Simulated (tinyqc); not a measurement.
Three programmes: liquidus of a compound AB in a simple-solution melt, liquid-phase epitaxy and vapour pressures. Computed by tinyqc, a small Python program. Command: `OMP_NUM_THREADS=1 python tinyqc.py 3004666 3004667 out.jsonl liq35 walk`. One thread of a shared host (Intel(R) Xeon(R) Processor @ 2.30GHz), about 0.03 s of CPU time with the checks.

x is the atom fraction of B in the melt. The melt is a simple solution: R T ln gamma_B = W (1 - x)^2, R T ln gamma_A = W x^2, W = a + b T. The solid AB is stoichiometric.

Inputs (values chosen for the exercise, for a model compound):

| quantity | value | unit |
|---|---|---|
| melting point T_F | 966.2 | K |
| entropy of fusion S_F | 62.4 | J/(mol K) |
| interaction a | 20.8 | kJ/mol |
| interaction slope b | -27.7 | J/(mol K) |
| saturation temperature T | 778 | K |
| step dT | 7.7 | K |
| cooling rate c | 0.32 | K/min |
| diffusivity in the melt D | 9.1e-05 | cm^2/s |
| molar volume of the melt V_L | 12 | cm^3/mol |
| lattice constant a0 | 6.096 | angstrom |
| melt depth w | 6.9 | mm |

Constants: R = 8.314462618 J/(mol K); N_A = 6.02214076e+23 1/mol; k_B = 8.617333262e-05 eV/K.

Method:
- Liquidus (Vieland): f(x) = R T ln[4 x (1 - x)] + 2 W (1/2 - x)^2 + S_F (T_F - T) = 0.
- Newton steps with f' = (1 - 2x)[R T/(x (1 - x)) - 2 W], from the dilute estimate x = (1/4) exp[-(S_F (T_F - T) + W/2)/(R T)]; stop below 1e-13; f under 1e-6 shown as 0.
- dx/dT = -(df/dT)/f', df/dT = R ln[4 x (1 - x)] + 2 b (1/2 - x)^2 - S_F, f' = (1 - 2x)[R T/(x (1 - x)) - 2 W]. Concentrations: C_L = x N_A/V_L in the melt, C_S = 4/a0^3 in the solid; m = dT/dC_L.
- Semi-infinite melt (Hsieh): step d = 2 dT sqrt(D t/pi)/(C_S m); ramp d = (4/3) c sqrt(D/pi) t^(3/2)/(C_S m); supercooling is their sum. A melt of depth w can give at most w (undercooling)/(C_S m).

C_S = 1.76573e+22 1/cm^3

slope m = 3.13433e-20 K cm^3

dx/dT = 6.35748e-04 1/K

solubility x = 0.0446930

Thickness (micrometre):

| t (min) | step | ramp | supercooling | sqrt(D t) (mm) |
|---|---|---|---|---|
| 0.2 | 5.188 | 2.8746e-02 | 5.217 | 0.3305 |
| 0.5 | 8.203 | 1.1363e-01 | 8.316 | 0.5225 |
| 1.0 | 11.600 | 3.2140e-01 | 11.922 | 0.7389 |
| 2.0 | 16.405 | 9.0904e-01 | 17.314 | 1.0450 |
| 5.0 | 25.939 | 3.5933e+00 | 29.533 | 1.6523 |
| 10.0 | 36.684 | 1.0163e+01 | 46.847 | 2.3367 |
| 20.0 | 51.878 | 2.8746e+01 | 80.625 | 3.3045 |

Step cooling goes as t^(1/2), ramp cooling as t^(3/2); they are equal at t = 3 dT/(2 c) = 36.1 min. The local exponent of their sum runs from 0.51 to 0.78. Rows with sqrt(D t) above about half the depth of 6.9 mm are overestimates.
